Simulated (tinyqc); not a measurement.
From results back to parameters: inter-valley coupling by envelope functions against a chain of atomic planes. Two cases, with inputs chosen for the exercise.

Problem. A dot lies across a step of ns planes: a share w on one terrace and 1 - w on the other, whose valley coupling is turned by exp(-2 i phi0 ns), phi0 being the valley phase per plane. The splitting is D0 |w + (1 - w) exp(-2 i phi0 ns)|. It was computed for a hidden w > 1/2.

Find: w; least splitting, at w = 1/2.

Method. Squaring gives 1 - 4 w (1 - w) sin^2(phi0 ns) = (splitting/D0)^2, a quadratic for w; at w = 1/2 the value is D0 |cos(phi0 ns)|.

Case 1.

Values chosen (out of a larger set: near those of the Delta valleys of silicon in a SiGe well; not measured data): D0 = 87.9 micro-eV (splitting on a flat terrace); ns = 1 (height of a step in planes).

phi0 = 1.81520 rad
splitting = 38.7656 micro-eV

Solution.

w = 0.69
least splitting, at w = 1/2 = 21.3 micro-eV

Case 2.

Values chosen (out of a larger set: near those of the Delta valleys of silicon in a SiGe well; not measured data): D0 = 21.9 micro-eV (splitting on a flat terrace); ns = 2 (height of a step in planes).

phi0 = 1.78225 rad
splitting = 20.2311 micro-eV

Solution.

w = 0.68
least splitting, at w = 1/2 = 20.0 micro-eV

Computed by tinyqc, one run a case: `OMP_NUM_THREADS=1 python tinyqc.py N N+1 out.jsonl` with N = 1451753, 1451847; one thread of a shared Intel(R) Xeon(R) Processor @ 2.30GHz, about 0.09 s a run at most.
